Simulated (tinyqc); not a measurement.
Precursor delivery and alloy composition in metal-organic vapour-phase epitaxy: one step, computed by the program tinyqc.

Carrier gas leaves each bubbler saturated. Group-III species cross a boundary layer and react at the surface; element 2 can also desorb. The film is (1)_(1-x) (2)_x V with a zinc-blende cell.

Problem. Transport to the surface. Partial pressure p_i = p F_i/(44615 x total flow in slm); density n_i = p_i/(k_B T), 1 torr = 133.322 Pa; D = D0 (T/273.15)^1.75 (760/p), h = D/delta, the same for both; k_s = prefactor x exp(-energy/(k_B T)); arrival J_i = n_i/(1/h + 1/k_s); in layers per second g_i = J_i a^2/2 (two group-III sites per a^2 on (001)). Temperatures in kelvin are T(C) + 273.15.

Inputs (values chosen for the exercise, close to those used for AlGaAs from TMAl and TMGa):
```
quantity                                   value      unit
source 1: bath temperature                    21         C
source 2: bath temperature                    -3         C
total flow                                    15       slm
reactor pressure p                            40      torr
diffusivity D0 at 273.15 K and 760 torr     0.37    cm^2/s
boundary layer delta                        0.95        cm
prefactor of the surface rate k_s        5.3e+13      cm/s
energy of k_s                               1.97        eV
lattice constant a                         5.655  angstrom
growth temperature T                         770         C
```

molar flows (micromol/min): F1 4.636714, F2 39.62842

Constants: k_B = 1.380649e-23 J/K; k_B = 8.617333262e-05 eV/K.

Give: densities; h; k_s; arrival rates.

Solution.

densities (1/cm^3): n1 2.565e+12, n2 2.193e+13

h = 77.20 cm/s

k_s = 16092 cm/s

arrival rates (layers/s): g1 0.3152, g2 2.694

Growth is transport-limited. Caution: trimethylaluminium is largely a dimer in the vapour, which would double its metal flow; it is counted as a monomer here.
